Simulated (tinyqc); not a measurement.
Capacitances against the relative permittivity between the lines.

Endless row of lines of width wl, height tl and space sl between grounded planes at distance hd; e2 fills the gaps beside the lines, e1 the rest. Laplace's equation is solved on meshes of 3, 6 and 12 steps per unit u and extrapolated (Aitken), which is good to about 0.2 %. C_even (all lines at 1 V) is the capacitance Cg to the planes; C_odd (neighbours in antiphase) = Cg + 4 Cc if only nearest neighbours couple, which defines Cc; total with quiet neighbours Cg + 2 Cc. Plate values 2 eps0 e1 wl/hd and eps0 e2 tl/sl.

Parameters, values chosen for the exercise: relative permittivity above and below the lines e1 = 2.7; line width, in units u wl = 6 u; line height tl = 8 u; space between lines sl = 6 u; distance to each plane hd = 4 u.

Constants: eps0 = 8.8541878128e-12 F/m. Results are converted to the units shown.

The same in every row: plate Cg (aF/um) = 71.7.

Result of one run:
```
Cg (aF/um),Cc (aF/um),Cg + 2 Cc (aF/um),C_odd (aF/um),plate Cc (aF/um),"share of coupling, 2 Cc/(Cg + 2 Cc) (%)"
132,58.0,248,364,59.0,46.7
```

Which relative permittivity between the lines e2 gave this result: 1.5, 2, 2.5 or 5?

e2 = 5.

The whole series:
```
e2,Cg (aF/um),Cc (aF/um),Cg + 2 Cc (aF/um),C_odd (aF/um),plate Cc (aF/um),"share of coupling, 2 Cc/(Cg + 2 Cc) (%)"
1,119,13.0,145,171,11.8,17.9
1.5,122,18.3,159,196,17.7,23.1
2,125,23.8,172,220,23.6,27.6
2.5,127,29.4,186,244,29.5,31.7
3,128,35.0,198,268,35.4,35.3
3.9,130,45.3,221,312,46.0,41.0
5,132,58.0,248,364,59.0,46.7
7,135,81.2,297,459,82.6,54.6
```

As e2 goes from 1 to 7, Cg rises from 119 to 135 aF/um, Cc rises from 13.0 to 81.2 aF/um and the share of coupling rises from 17.9 to 54.6 %. Cg is 1.66 times its plate value in the first row and 1.88 times in the last; for Cc the ratios are 1.10 and 0.982. Neighbours in antiphase raise the load by a factor of 1.18 and 1.55 over quiet ones.

Program tinyqc, `OMP_NUM_THREADS=1 python tinyqc.py 2790216 2790217 out.jsonl`; Intel Xeon 2.30GHz, shared host, one thread, about 0.6 s.
